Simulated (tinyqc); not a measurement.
Electrons shared among three sets of ellipsoidal valleys: one step. Drift and Hall mobility of the mixture. Four cases, with inputs chosen for the exercise.

Question. With f_i the shares, mu_drift = sum f_i mu_i; low-field Hall mobility mu_H = sum f_i mu_i^2/mu_drift (scattering and anisotropy factors set to 1); the Hall density is n mu_drift/mu_H; rho = 1/(e n mu_drift), e = 1.602176634e-19 C.

Case 1.

Values chosen (out of a larger set: masses and offsets near those of Si; mobilities are free inputs, held fixed; not measured data): mu = (1400, 920, 570) cm^2/(V s) (mobility of each set, for current in the plane normal to the Delta2 axis); n = 7.4e+16 1/cm^3 (total electron density).

shares: Delta2 0.552699, Delta4 0.447301, L 0.000000

Case 2.

Values chosen (out of a larger set: masses and offsets near those of GaAs; mobilities are free inputs, held fixed; not measured data): mu = (9100, 1000, 300) cm^2/(V s) (mobility of each set); n = 5.8e+18 1/cm^3 (total electron density).

shares: Gamma 0.979882, L 0.017293, X 0.002825

Case 3.

Values chosen (out of a larger set: masses and offsets near those of Si; mobilities are free inputs, held fixed; not measured data): mu = (2000, 1100, 540) cm^2/(V s) (mobility of each set, for current in the plane normal to the Delta2 axis); n = 2.8e+19 1/cm^3 (total electron density).

shares: Delta2 0.481904, Delta4 0.518096, L 0.000000

Case 4.

Values chosen (out of a larger set: masses and offsets near those of GaSb; mobilities are free inputs, held fixed; not measured data): mu = (5700, 740, 260) cm^2/(V s) (mobility of each set); n = 5.7e+16 1/cm^3 (total electron density).

shares: Gamma 0.138056, L 0.860484, X 0.001460

Give: mu_drift; mu_H; Hall density; rho.

Answer.

Case 1.

mu_drift = 1185 cm^2/(V s)
mu_H = 1233 cm^2/(V s)
Hall density = 7.11e+16 1/cm^3
rho = 0.0712 ohm cm

A Hall measurement would read 96.1 % of the true density.

Case 2.

mu_drift = 8935 cm^2/(V s)
mu_H = 9083 cm^2/(V s)
Hall density = 5.71e+18 1/cm^3
rho = 0.000120 ohm cm

A Hall measurement would read 98.4 % of the true density. The mobilities are of the size met in pure crystals; at this density impurities would cut them and raise rho, by a factor of two to ten or more depending on crystal and density.

Case 3.

mu_drift = 1534 cm^2/(V s)
mu_H = 1666 cm^2/(V s)
Hall density = 2.58e+19 1/cm^3
rho = 0.000145 ohm cm

A Hall measurement would read 92.1 % of the true density. The mobilities are of the size met in pure crystals; at this density impurities would cut them and raise rho, by a factor of two to ten or more depending on crystal and density.

Case 4.

mu_drift = 1424 cm^2/(V s)
mu_H = 3481 cm^2/(V s)
Hall density = 2.33e+16 1/cm^3
rho = 0.0769 ohm cm

A Hall measurement would read 40.9 % of the true density.

Computed by tinyqc, one run a case: `OMP_NUM_THREADS=1 python tinyqc.py N N+1 out.jsonl` with N = 1650017, 1650353, 1650694, 1650964; one thread of a shared Intel(R) Xeon(R) Processor @ 2.30GHz, about 0.01 s a run at most.
